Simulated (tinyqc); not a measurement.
Worked calculation (part 2 of 2): UHF in the 6-31g basis, for H3+, spin multiplicity 1. Computed by tinyqc, a small Python program that keeps every step (integrals from PySCF). Command: `OMP_NUM_THREADS=1 python tinyqc.py 22320 22321 out.jsonl` (the two numbers bound the seeds that draw the settings). One thread of a shared host (Intel(R) Xeon(R) Processor @ 2.60GHz), about 0.09 s of CPU time with the checks.

Geometry (angstrom):
```
atom,x,y,z
H,0.0000,0.0000,0.0000
H,0.0000,0.0000,0.8870
H,0.0000,0.0000,-0.8870
```

## Iteration 3: diagonalisation and new density

extrapolated F(alpha) (hartree):
```
,1H 1s,1H 2s,2H 1s,2H 2s,3H 1s,3H 2s
1H 1s,-0.5267,-0.8296,-0.6758,-0.6972,-0.4782,-0.5868
1H 2s,-0.8296,-0.7874,-0.6900,-0.6984,-0.4708,-0.5725
2H 1s,-0.6758,-0.6900,-0.5079,-0.7723,-0.1577,-0.3488
2H 2s,-0.6972,-0.6984,-0.7723,-0.6944,-0.2739,-0.4304
3H 1s,-0.4782,-0.4708,-0.1577,-0.2739,-0.1055,-0.4843
3H 2s,-0.5868,-0.5725,-0.3488,-0.4304,-0.4843,-0.4852
```

extrapolated F(beta) (hartree):
```
,1H 1s,1H 2s,2H 1s,2H 2s,3H 1s,3H 2s
1H 1s,-0.5267,-0.8296,-0.4782,-0.5868,-0.6758,-0.6972
1H 2s,-0.8296,-0.7874,-0.4708,-0.5725,-0.6900,-0.6984
2H 1s,-0.4782,-0.4708,-0.1055,-0.4843,-0.1577,-0.2739
2H 2s,-0.5868,-0.5725,-0.4843,-0.4852,-0.3488,-0.4304
3H 1s,-0.6758,-0.6900,-0.1577,-0.3488,-0.5079,-0.7723
3H 2s,-0.6972,-0.6984,-0.2739,-0.4304,-0.7723,-0.6944
```

X:
```
,1,2,3,4,5,6
1H 1s,-0.7928,0.0000,0.3155,1.1595,0.0000,0.2182
1H 2s,3.8803,0.0000,-0.5249,-0.0179,0.0000,0.2854
2H 1s,0.2383,-0.8105,0.8566,-0.3571,0.5043,0.1682
2H 2s,-2.1449,1.1743,-0.4379,-0.2701,0.3481,0.2365
3H 1s,0.2383,0.8105,0.8566,-0.3571,-0.5043,0.1682
3H 2s,-2.1449,-1.1743,-0.4379,-0.2701,-0.3481,0.2365
```

Diagonalise F' = X^T F X, C = X C', fill 1 alpha and 1 beta electrons from the bottom; D(s) = C_occ C_occ^T. Each column has its largest component positive (the first on a tie).

F' = X^T F X (alpha) (hartree):
```
,1,2,3,4,5,6
1,0.4773,0.0060,0.0533,-0.4573,-0.0071,-0.0152
2,0.0060,0.5711,0.0378,-0.0054,-0.2051,0.0394
3,0.0533,0.0378,0.5331,-0.1515,-0.0879,-0.1777
4,-0.4573,-0.0054,-0.1515,0.4290,0.0107,-0.1568
5,-0.0071,-0.2051,-0.0879,0.0107,-0.3370,-0.1813
6,-0.0152,0.0394,-0.1777,-0.1568,-0.1813,-0.9828
```

orbital energies (alpha) (hartree): MO1 -1.0751, MO2 -0.3420, MO3 0.0071, MO4 0.5058, MO5 0.6309, MO6 0.9640

coefficients C (alpha):
```
,MO1,MO2,MO3,MO4,MO5,MO6
1H 1s,0.3575,-0.1032,0.2855,-0.6008,0.3388,-1.1934
1H 2s,0.3657,-0.2555,2.5260,1.5342,-0.7725,2.4257
2H 1s,0.3575,0.2957,-0.0306,-0.9152,-0.6738,0.5917
2H 2s,0.1378,0.6381,-1.6791,0.2689,1.1838,-1.3047
3H 1s,0.1152,-0.2961,-0.0452,-0.3484,1.0248,0.7636
3H 2s,-0.0486,-0.5344,-1.7646,-0.5077,-0.8058,-1.4534
```

F' = X^T F X (beta) (hartree):
```
,1,2,3,4,5,6
1,0.4773,-0.0060,0.0533,-0.4573,0.0071,-0.0152
2,-0.0060,0.5711,-0.0378,0.0054,-0.2051,-0.0394
3,0.0533,-0.0378,0.5331,-0.1515,0.0879,-0.1777
4,-0.4573,0.0054,-0.1515,0.4290,-0.0107,-0.1568
5,0.0071,-0.2051,0.0879,-0.0107,-0.3370,0.1813
6,-0.0152,-0.0394,-0.1777,-0.1568,0.1813,-0.9828
```

orbital energies (beta) (hartree): MO1 -1.0751, MO2 -0.3420, MO3 0.0071, MO4 0.5058, MO5 0.6309, MO6 0.9640

coefficients C (beta):
```
,MO1,MO2,MO3,MO4,MO5,MO6
1H 1s,0.3575,-0.1032,0.2855,-0.6008,0.3388,-1.1934
1H 2s,0.3657,-0.2555,2.5260,1.5342,-0.7725,2.4257
2H 1s,0.1152,-0.2961,-0.0452,-0.3484,1.0248,0.7636
2H 2s,-0.0486,-0.5344,-1.7646,-0.5077,-0.8058,-1.4534
3H 1s,0.3575,0.2957,-0.0306,-0.9152,-0.6738,0.5917
3H 2s,0.1378,0.6381,-1.6791,0.2689,1.1838,-1.3047
```

D(alpha) after iteration 3:
```
,1H 1s,1H 2s,2H 1s,2H 2s,3H 1s,3H 2s
1H 1s,0.1278,0.1307,0.1278,0.0493,0.0412,-0.0174
1H 2s,0.1307,0.1337,0.1307,0.0504,0.0421,-0.0178
2H 1s,0.1278,0.1307,0.1278,0.0493,0.0412,-0.0174
2H 2s,0.0493,0.0504,0.0493,0.0190,0.0159,-0.0067
3H 1s,0.0412,0.0421,0.0412,0.0159,0.0133,-0.0056
3H 2s,-0.0174,-0.0178,-0.0174,-0.0067,-0.0056,0.0024
```

D(beta) after iteration 3:
```
,1H 1s,1H 2s,2H 1s,2H 2s,3H 1s,3H 2s
1H 1s,0.1278,0.1307,0.0412,-0.0174,0.1278,0.0493
1H 2s,0.1307,0.1337,0.0421,-0.0178,0.1307,0.0504
2H 1s,0.0412,0.0421,0.0133,-0.0056,0.0412,0.0159
2H 2s,-0.0174,-0.0178,-0.0056,0.0024,-0.0174,-0.0067
3H 1s,0.1278,0.1307,0.0412,-0.0174,0.1278,0.0493
3H 2s,0.0493,0.0504,0.0159,-0.0067,0.0493,0.0190
```

## Iteration 11 (converged): orbitals

converged F(alpha) (hartree):
```
,1H 1s,1H 2s,2H 1s,2H 2s,3H 1s,3H 2s
1H 1s,-0.5366,-0.8496,-0.5856,-0.6572,-0.5856,-0.6572
1H 2s,-0.8496,-0.8083,-0.5898,-0.6514,-0.5898,-0.6513
2H 1s,-0.5856,-0.5898,-0.3005,-0.6283,-0.1707,-0.3246
2H 2s,-0.6572,-0.6514,-0.6283,-0.5983,-0.3246,-0.4463
3H 1s,-0.5856,-0.5898,-0.1707,-0.3246,-0.3005,-0.6283
3H 2s,-0.6572,-0.6513,-0.3246,-0.4463,-0.6283,-0.5983
```

converged F(beta) (hartree):
```
,1H 1s,1H 2s,2H 1s,2H 2s,3H 1s,3H 2s
1H 1s,-0.5366,-0.8496,-0.5856,-0.6572,-0.5856,-0.6572
1H 2s,-0.8496,-0.8083,-0.5898,-0.6513,-0.5898,-0.6514
2H 1s,-0.5856,-0.5898,-0.3005,-0.6283,-0.1707,-0.3246
2H 2s,-0.6572,-0.6513,-0.6283,-0.5983,-0.3246,-0.4463
3H 1s,-0.5856,-0.5898,-0.1707,-0.3246,-0.3005,-0.6283
3H 2s,-0.6572,-0.6514,-0.3246,-0.4463,-0.6283,-0.5983
```

As before.

F' = X^T F X (alpha) (hartree):
```
,1,2,3,4,5,6
1,0.4781,0.0000,0.0469,-0.4654,0.0000,-0.0187
2,0.0000,0.5663,0.0000,0.0000,-0.2066,0.0000
3,0.0469,0.0000,0.5350,-0.1478,0.0000,-0.1737
4,-0.4654,0.0000,-0.1478,0.4388,0.0000,-0.1623
5,0.0000,-0.2066,0.0000,0.0000,-0.3161,0.0000
6,-0.0187,0.0000,-0.1737,-0.1623,0.0000,-1.0032
```

orbital energies (alpha) (hartree): MO1 -1.0474, MO2 -0.3621, MO3 0.0047, MO4 0.5227, MO5 0.6123, MO6 0.9687

coefficients C (alpha):
```
,MO1,MO2,MO3,MO4,MO5,MO6
1H 1s,0.3688,0.0000,0.2791,-0.6425,0.0000,-1.2220
1H 2s,0.4074,0.0000,2.5509,1.6242,0.0000,2.4704
2H 1s,0.2308,0.3163,-0.0369,-0.6763,-0.9007,0.6591
2H 2s,0.0380,0.5948,-1.7312,-0.1289,1.0707,-1.3806
3H 1s,0.2308,-0.3163,-0.0369,-0.6763,0.9007,0.6591
3H 2s,0.0380,-0.5948,-1.7312,-0.1289,-1.0707,-1.3806
```

F' = X^T F X (beta) (hartree):
```
,1,2,3,4,5,6
1,0.4781,0.0000,0.0469,-0.4654,0.0000,-0.0187
2,0.0000,0.5663,0.0000,0.0000,-0.2066,0.0000
3,0.0469,0.0000,0.5350,-0.1478,0.0000,-0.1737
4,-0.4654,0.0000,-0.1478,0.4388,0.0000,-0.1623
5,0.0000,-0.2066,0.0000,0.0000,-0.3161,0.0000
6,-0.0187,0.0000,-0.1737,-0.1623,0.0000,-1.0032
```

orbital energies (beta) (hartree): MO1 -1.0474, MO2 -0.3621, MO3 0.0047, MO4 0.5227, MO5 0.6123, MO6 0.9687

coefficients C (beta):
```
,MO1,MO2,MO3,MO4,MO5,MO6
1H 1s,0.3688,0.0000,0.2791,-0.6425,0.0000,-1.2220
1H 2s,0.4074,0.0000,2.5509,1.6242,0.0000,2.4704
2H 1s,0.2308,-0.3163,-0.0369,-0.6763,0.9007,0.6591
2H 2s,0.0380,-0.5948,-1.7312,-0.1289,-1.0707,-1.3806
3H 1s,0.2308,0.3163,-0.0369,-0.6763,-0.9007,0.6591
3H 2s,0.0380,0.5948,-1.7312,-0.1289,1.0707,-1.3806
```

D(alpha) after iteration 11:
```
,1H 1s,1H 2s,2H 1s,2H 2s,3H 1s,3H 2s
1H 1s,0.1360,0.1502,0.0851,0.0140,0.0851,0.0140
1H 2s,0.1502,0.1660,0.0940,0.0155,0.0940,0.0155
2H 1s,0.0851,0.0940,0.0533,0.0088,0.0533,0.0088
2H 2s,0.0140,0.0155,0.0088,0.0014,0.0088,0.0014
3H 1s,0.0851,0.0940,0.0533,0.0088,0.0533,0.0088
3H 2s,0.0140,0.0155,0.0088,0.0014,0.0088,0.0014
```

D(beta) after iteration 11:
```
,1H 1s,1H 2s,2H 1s,2H 2s,3H 1s,3H 2s
1H 1s,0.1360,0.1502,0.0851,0.0140,0.0851,0.0140
1H 2s,0.1502,0.1660,0.0940,0.0155,0.0940,0.0155
2H 1s,0.0851,0.0940,0.0533,0.0088,0.0533,0.0088
2H 2s,0.0140,0.0155,0.0088,0.0014,0.0088,0.0014
3H 1s,0.0851,0.0940,0.0533,0.0088,0.0533,0.0088
3H 2s,0.0140,0.0155,0.0088,0.0014,0.0088,0.0014
```

## Convergence

Stop when the energy changes by less than 1e-10 hartree and every element of the error matrix X^T (F D S - S D F) X (for each spin) is below 3e-06.

Course of the cycle:
```
iteration,E (hartree),change,largest element of the error matrix
1,-0.973504,-,1.76e-01
2,-1.161519,-1.88e-01,7.91e-02
3,-1.188953,-2.74e-02,4.73e-02
4,-1.204402,-1.54e-02,2.46e-02
5,-1.213790,-9.39e-03,6.54e-03
6,-1.214751,-9.62e-04,2.78e-03
7,-1.214986,-2.35e-04,3.67e-04
8,-1.214990,-4.43e-06,1.44e-05
9,-1.214990,3.66e-09,1.16e-05
10,-1.214990,-4.33e-09,4.55e-07
11,-1.214990,-6.84e-12,3.85e-08
```

PySCF UHF in the same basis, after a stability check = -1.214990 hartree

Converged in 11 iterations.

## Populations, bond orders and dipole

overlap S:
```
,1H 1s,1H 2s,2H 1s,2H 2s,3H 1s,3H 2s
1H 1s,1.0000,0.6583,0.3328,0.4550,0.3328,0.4550
1H 2s,0.6583,1.0000,0.4550,0.7973,0.4550,0.7973
2H 1s,0.3328,0.4550,1.0000,0.6583,0.0189,0.1507
2H 2s,0.4550,0.7973,0.6583,1.0000,0.1507,0.4040
3H 1s,0.3328,0.4550,0.0189,0.1507,1.0000,0.6583
3H 2s,0.4550,0.7973,0.1507,0.4040,0.6583,1.0000
```

Mulliken: Z minus the diagonal of D S on the atom; Loewdin: the same with S^(1/2) D S^(1/2); Mayer order: 2 sum_s sum (D(s) S)_ij (D(s) S)_ji over the two atoms.

Charges (e):
```
atom,Mulliken,Loewdin,Mulliken spin
1H,-0.3588,-0.0762,0
2H,0.6794,0.5381,8.13e-07
3H,0.6794,0.5381,-8.13e-07
```

Mayer bond orders:
```
pair,order
2-1,0.4356
3-1,0.4356
3-2,0.1028
```

dipole moment about the origin, x y z (debye): 0.0000  0.0000  0.0000

<S^2> of the determinant (pure state: 0) = 0
